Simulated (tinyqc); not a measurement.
# n-type polysilicon, carrier trapping at grain boundaries: effect of the grain size

One-dimensional grains of size Lg, uniform ionised doping N, monovalent traps Qt at each boundary at a depth Et below (for electrons) or above (for holes) the band edge there, abrupt depletion of width W on each side of a boundary, Boltzmann statistics. xi is the distance from the band edge at the grain centre to the Fermi level. Trapped charge Qt/(1 + exp((xi + VB - Et)/Vt)) = 2 N W, barrier VB = q N W^2/(2 eps0 eps_r).

If the trap equation with xi = Vt ln(NB/N) has a root W < Lg/2, the grain is partly depleted; otherwise W = Lg/2 and the trap equation gives xi = Et - VB + Vt ln(Qt/(N Lg) - 1). N* = Qt/Lg. n0 = NB exp(-xi/Vt); mean density n0 (1 - 2 W/Lg) by charge balance in a partly depleted grain, and n0 (sqrt(pi)/2) erf(u)/u with u = sqrt(VB/Vt) in a fully depleted one; v = sqrt(kB T/(2 pi ms m0)); barrier resistivity Vt exp(VB/Vt)/(q fe n0 v Lg); grain resistivity (1 - 2 W/Lg)/(q n0 mug); effective mobility 1/(q mean density total resistivity). Rows with xi above 0.45 V, towards mid-gap, are left out, since the other carrier type is ignored.

Values chosen for this exercise; values of the order met in polycrystalline silicon: temperature T = 300 K; relative permittivity eps_r = 11.7; conduction-band density of states at T NB = 2.8e19 cm^-3; trap density of a grain boundary Qt = 8.2e11 cm^-2; depth of the trap level from the majority band edge at the boundary Et = 0.47 eV; mass for thermionic emission ms = 0.57 m0; correction factor of the emission rate fe = 0.5; mobility inside the grains mug = 100 cm^2/(V s); doping N = 3.6e18 cm^-3.

Constants: q = 1.602176634e-19 C, kB = 1.380649e-23 J/K, m0 = 9.1093837015e-31 kg, Vt = kB T/q, eps0 = 8.8541878128e-14 F/cm where lengths are in cm. Results are converted to the units shown.

The same in every row: VB (V) = 0.003611; xi (V) = 0.05303.

Effect of the grain size:
```
Lg (nm),N/N*,depleted share 2 W/Lg,mean density (cm^-3),resistivity (ohm cm),effective mobility (cm^2/(V s))
10,4.390,0.2278,2.780e18,0.04232,53.05
17,7.463,0.1340,3.118e18,0.03203,62.50
31,13.61,0.07348,3.335e18,0.02540,73.68
53,23.27,0.04298,3.445e18,0.02205,82.16
94,41.27,0.02423,3.513e18,0.02000,88.86
160,70.24,0.01424,3.549e18,0.01890,93.06
290,127.3,0.007854,3.572e18,0.01820,96.02
500,219.5,0.004556,3.584e18,0.01784,97.64
```

As Lg goes from 10 to 500, VB stays at 0.00361 V, the resistivity falls from 0.0423 to 0.0178 ohm cm and the effective mobility rises from 53.1 to 97.6 cm^2/(V s). In every row xi is under 2.5 Vt, where Boltzmann statistics begin to fail. In every row VB is below Vt, where abrupt depletion and thermionic emission are rough.

Computed by the program tinyqc: `OMP_NUM_THREADS=1 python tinyqc.py 2830013 2830014 out.jsonl`, one thread of a shared Intel Xeon 2.30GHz, about 0.01 s for the whole run.
